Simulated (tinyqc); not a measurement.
Double-gate transistor, scale length and short-channel effects: one step of the calculation.

A body of thickness ts between two insulators of thickness ti and two tied gates. Below threshold the potential that source and drain add obeys Laplace's equation and vanishes on the gate. Its lowest mode decays along the channel as exp(-k y); k is the smallest positive root of the matching condition at the interface, and the scale length is Lambda = pi/k.

Task. Threshold shift, barrier position and swing. Along the channel psi(y) = s + a exp(y/l) + b exp(-y/l) with psi(0) = Vbi, psi(L) = Vbi + Vds and l = 1/k = Lambda/pi; with A = Vbi - s, B = A + Vds, x = exp(-L/l): a = (B - A x) x/(1 - x^2), b = (A - B x)/(1 - x^2). The minimum is s + 2 sqrt(a b), at y = (l/2) ln(b/a). The long-channel potential follows the gate as s = sT + (Vg - VTL)/m, and the threshold VT is the gate voltage at which the minimum equals sT. Swing = m Vt ln 10/g at threshold, g = d(minimum)/ds = 1 - (b x + a)/((1 + x) sqrt(a b)).

Values chosen for this exercise; permittivities: semiconductor made up, insulator close to that of hafnium oxide: temperature T = 400 K; channel length L = 37 nm; potential of the source Vbi = 0.94 V; potential of the barrier top at threshold sT = 0.67 V; long-channel threshold VTL = 0.43 V; long-channel body factor m = 1; drain voltage Vds = 0.8 V.

Constants: q = 1.602176634e-19 C, kB = 1.380649e-23 J/K, Vt = kB T/q. Results are converted to the units shown.

l = 7.6949920 nm

Wanted: s at threshold; a; b; position of the minimum; VT; swing.

Result.

s at threshold = 0.54824 V
a = 0.0097012 V
b = 0.38206 V
position of the minimum = 14.133 nm
VT = 0.30824 V
swing = 100.32 mV/decade

The threshold lies 122 mV below the long-channel value, and the barrier top sits at 0.38 L from the source.

tinyqc, about 0.01 s, one thread, Intel Xeon 2.30GHz (shared host): `OMP_NUM_THREADS=1 python tinyqc.py 2420124 2420125 out.jsonl`
